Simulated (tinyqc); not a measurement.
Piezoresistors in the (001) plane of a cubic crystal: one step of the calculation.

Plane stress in crystal axes x = [100], y = [010]. First-order piezoresistance: d rho_xx/rho = p11 sxx + p12 syy, d rho_yy/rho = p12 sxx + p11 syy, d rho_xy/rho = p44 sxy; a resistor along d = (cos th, sin th) changes by dR/R = d.(d rho/rho).d. Changes of geometry and second-order terms are left out.

Problem. Resistors at th and th + 90 degrees, and the bridge. dR/R = d.(d rho/rho).d. A full bridge with two resistors of each kind in opposite arms gives Vout = Vb (a - b)/(2 + a + b), a and b the two dR/R.

Inputs (values chosen for the exercise):
```
symbol,value,unit,meaning
th,45,deg,angle of the current from [100]
Vb,1.8,V,bridge supply
```

d rho/rho (%):
```
            x           y
x   -1.933300  -10.549000
y  -10.549000    1.944600
```

Give: dR/R at th; dR/R at th + 90; Vout.

Solution.

dR/R at th = -10.543 %
dR/R at th + 90 = 10.555 %
Vout = -189.87 mV

Program tinyqc, `OMP_NUM_THREADS=1 python tinyqc.py 2530021 2530022 out.jsonl`; Intel Xeon 2.30GHz, shared host, one thread, about 0.01 s.
